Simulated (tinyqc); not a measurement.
Worked calculation: Pariser-Parr-Pople SCF with singles CI, for the molecule C=Nc1ccccc1 (SMILES; centres numbered as the heavy atoms are written). Computed by tinyqc, a small Python program that keeps every step. Settings: charge = 0, gamma = MN, start = huckel, damping = 0, iteration cap = 50, excitations kept = 4. Command: `OMP_NUM_THREADS=1 python tinyqc.py 24975 24976 out.jsonl` (the two numbers bound the seeds that draw the settings). One thread of a shared host (Intel(R) Xeon(R) Processor @ 2.60GHz), about 0.02 s of CPU time with the checks. Later iterations appear only in the table of the cycle.

## PPP integrals

Centres (angstrom, eV; a flat drawing with bonds scaled to 1.40 angstrom):
```
centre          x          y  core charge z          W   gamma_rr
1C      -2.879000   0.438000              1  11.160000  11.130000
2N      -1.930000  -0.591000              1  14.100000  12.300000
3C      -0.564000  -0.283000              1  11.160000  11.130000
4C       0.385000  -1.311000              1  11.160000  11.130000
5C       1.751000  -1.003000              1  11.160000  11.130000
6C       2.167000   0.333000              1  11.160000  11.130000
7C       1.218000   1.362000              1  11.160000  11.130000
8C      -0.148000   1.054000              1  11.160000  11.130000
```

Resonance integrals (eV):
```
i  j       beta
1  2  -2.670000
2  3  -2.670000
3  4  -2.540000
4  5  -2.540000
5  6  -2.540000
6  7  -2.540000
7  8  -2.540000
8  3  -2.540000
```

Mataga-Nishimoto: gamma = 14.399645/(R + a), a = 2 x 14.399645/(gamma_rr + gamma_ss); H_rr = -W_r - sum_(s != r) z_s gamma_rs; H_rs = beta for bonds.

repulsion gamma_rs (eV), lower triangle:
```
           1C         2N         3C         4C         5C         6C         7C         8C
1C  11.130000
2N   5.477308  12.300000
3C   3.872489   5.476283  11.130000
4C   2.881753   3.941281   5.347393  11.130000
5C   2.344139   2.918957   3.872798   5.344958  11.130000
6C   2.270929   2.652325   3.517790   3.872662   5.346991  11.130000
7C   2.621133   2.918589   3.871956   3.517636   3.872865   5.345934  11.130000
8C   3.517790   3.940408   5.345096   3.872865   3.517846   3.872489   5.344958  11.130000
```

core matrix H (eV), lower triangle:
```
            1C          2N          3C          4C          5C          6C          7C          8C
1C  -34.145541
2N   -2.670000  -41.425151
3C    0.000000   -2.670000  -42.463805
4C    0.000000    0.000000   -2.540000  -39.938549
5C    0.000000    0.000000    0.000000   -2.540000  -38.378554
6C    0.000000    0.000000    0.000000    0.000000   -2.540000  -38.039119
7C    0.000000    0.000000    0.000000    0.000000    0.000000   -2.540000  -38.653071
8C    0.000000    0.000000   -2.540000    0.000000    0.000000    0.000000   -2.540000  -40.571451
```

## Starting guess

pi electrons, sum of z_r less the charge = 8

Orbitals of the Hueckel matrix of the beta values.

P at the start, lower triangle:
```
           1C         2N         3C         4C         5C        6C        7C        8C
1C   1.000000
2N   0.907213   1.000000
3C   0.000000   0.415035   1.000000
4C  -0.258684   0.000000   0.607349   1.000000
5C   0.000000  -0.048526   0.000000   0.679179   1.000000
6C   0.207675   0.000000  -0.300001   0.000000   0.658358  1.000000
7C   0.000000  -0.048526   0.000000  -0.320821   0.000000  0.658358  1.000000
8C  -0.258684   0.000000   0.607349   0.000000  -0.320821  0.000000  0.679179  1.000000
```

## Iteration 1: Fock matrix

F_rr = H_rr + P_rr gamma_rr / 2 + sum_(s != r) P_ss gamma_rs; F_rs = H_rs - P_rs gamma_rs / 2; E = tr P (H + F) / 2 + core repulsion sum_(r<s) z_r z_s gamma_rs.

F (eV), lower triangle:
```
           1C         2N         3C         4C         5C         6C         7C         8C
1C  -5.595000
2N  -5.154544  -7.950000
3C   0.000000  -3.806426  -5.595000
4C   0.372732   0.000000  -4.163867  -5.595000
5C   0.000000   0.070822   0.000000  -4.355091  -5.595000
6C  -0.235807   0.000000   0.527670   0.000000  -4.300117  -5.595000
7C   0.000000   0.070813   0.000000   0.564266   0.000000  -4.299769  -5.595000
8C   0.454998   0.000000  -4.163169   0.000000   0.564300   0.000000  -4.355091  -5.595000
```

pi energy = -106.759318 eV

## Iteration 1: orbitals and new P

Diagonalise F (the basis is taken as orthonormal) and form P = 2 sum c c over the lowest orbitals.

orbital energies (eV): -14.474495  -12.615412  -10.514774  -9.755953  -2.016210  -0.675227  0.237139  2.699931

P after iteration 1, lower triangle:
```
           1C         2N         3C         4C         5C         6C        7C        8C
1C   0.817191
2N   0.904108   1.192242
3C  -0.046947   0.376949   0.983969
4C  -0.234154  -0.017519   0.616036   1.003212
5C   0.008632  -0.041392   0.002491   0.678488   0.999552
6C   0.181936   0.008604  -0.308703  -0.001882   0.659075   1.001183
7C   0.006364  -0.034140   0.002026  -0.324029  -0.000349   0.661166  0.999718
8C  -0.242738  -0.016786   0.616961   0.003069  -0.321682  -0.001796  0.675762  1.002933
```

## Iteration 2: Fock matrix

As before.

F (eV), lower triangle:
```
           1C         2N         3C         4C         5C         6C         7C         8C
1C  -5.600971
2N  -5.146039  -7.831578
3C   0.090901  -3.702138  -5.305179
4C   0.337387   0.034524  -4.187093  -5.419426
5C  -0.010117   0.060410  -0.004824  -4.353245  -5.494243
6C  -0.206582  -0.011410   0.542975   0.003643  -4.302034  -5.530175
7C  -0.008340   0.049820  -0.003923   0.569909   0.000676  -4.307274  -5.545169
8C   0.426951   0.033072  -4.188858  -0.005943   0.565815   0.003477  -4.345960  -5.536000
```

pi energy = -107.005626 eV

## Iteration 2: orbitals and new P

As before.

orbital energies (eV): -14.256926  -12.508110  -10.414396  -9.719982  -2.009877  -0.578672  0.371883  2.853337

P after iteration 2, lower triangle:
```
           1C         2N         3C         4C         5C         6C        7C        8C
1C   0.823925
2N   0.909341   1.190433
3C  -0.049709   0.366139   0.974004
4C  -0.227788  -0.011244   0.618124   0.997855
5C   0.007565  -0.039740   0.007629   0.678292   1.000733
6C   0.175286   0.002875  -0.310062  -0.001722   0.659098   1.003151
7C   0.008371  -0.030673   0.000230  -0.325219  -0.003135   0.662323  1.002957
8C  -0.238509  -0.011050   0.620098   0.007344  -0.322187  -0.005706  0.674189  1.006941
```

## Convergence

Stop when output and input P, before any damping, agree to 1e-7.

Course of the cycle:
```
iteration         E (eV)  largest |P(out) - P(in)|
1          -106.75931763                  1.92e-01
2          -107.00562633                  1.08e-02
3          -107.00980658                  4.18e-03
4          -107.01016495                  1.54e-03
5          -107.01021322                  5.87e-04
6          -107.01022036                  2.24e-04
7          -107.01022147                  8.59e-05
8          -107.01022164                  3.30e-05
9          -107.01022167                  1.27e-05
10         -107.01022168                  4.97e-06
11         -107.01022168                  2.45e-06
12         -107.01022168                  1.23e-06
13         -107.01022168                  6.51e-07
14         -107.01022168                  3.49e-07
15         -107.01022168                  1.88e-07
16         -107.01022168                  1.02e-07
17         -107.01022168                  5.55e-08
```

Converged in 17 iterations.

## Converged orbitals

Charges are z - P_rr.

orbital energies (eV): -14.270903  -12.507721  -10.421145  -9.742798  -1.997014  -0.588258  0.362228  2.836354

coefficients:
```
         MO1        MO2        MO3        MO4        MO5        MO6        MO7        MO8
1C  0.268612   0.392750   0.014035   0.430044   0.676194   0.005310   0.343975   0.113467
2N  0.499698   0.522174   0.001879   0.271102  -0.424452   0.004512  -0.417801  -0.222260
3C  0.509328   0.098864  -0.016389  -0.466137  -0.270569  -0.014458   0.441762   0.494659
4C  0.341668  -0.160933   0.489054  -0.342292   0.281694  -0.496520  -0.086069  -0.409554
5C  0.256793  -0.375408   0.512820   0.174757   0.099108   0.501883  -0.331802   0.357493
6C  0.227337  -0.465959   0.023285   0.481803  -0.335728  -0.005339   0.522192  -0.336301
7C  0.258030  -0.385883  -0.488587   0.217143   0.112268  -0.495601  -0.341537   0.351814
8C  0.343211  -0.174511  -0.508048  -0.311919   0.273685   0.505642  -0.071674  -0.400788
```

pi charges: 1C 0.176920, 2N -0.191726, 3C 0.026516, 4C 0.002053, 5C -0.000795, 6C -0.002951, 7C -0.002708, 8C -0.007309

## Singles CI, singlets

Over the 4 single excitations with the smallest orbital gaps: A = (e_a - e_i) delta + 2 (ia|jb) - (ij|ab), with (pq|rs) = sum c_mp c_mq gamma_mn c_nr c_ns. f = 2/3 w |mu|^2 in atomic units, mu = sqrt2 sum c_ia sum_m c_mi c_ma R_m.

singlet CI matrix (eV), lower triangle:
```
           4>5       3>5        4>6       3>6
4>5   5.026670
3>5  -0.077599  5.339707
4>6  -0.093509  0.645638   5.855365
3>6  -0.158496  0.011470  -0.012170  6.935949
```

singlet excitation energies (eV): 4.901111  5.003352  6.304004  6.949223

oscillator strengths: 0.010806  0.750628  0.717768  0.734342

## Singles CI, triplets

Over the 4 single excitations with the smallest orbital gaps: A = (e_a - e_i) delta - (ij|ab), with (pq|rs) = sum c_mp c_mq gamma_mn c_nr c_ns.

triplet CI matrix (eV), lower triangle:
```
           4>5        3>5       4>6       3>6
4>5   2.867664
3>5  -0.060983   4.596150
4>6  -0.000519  -0.324212  4.561100
3>6  -0.324212  -0.006327  0.033880  3.867844
```

triplet excitation energies (eV): 2.769774  3.960174  4.258109  4.904701
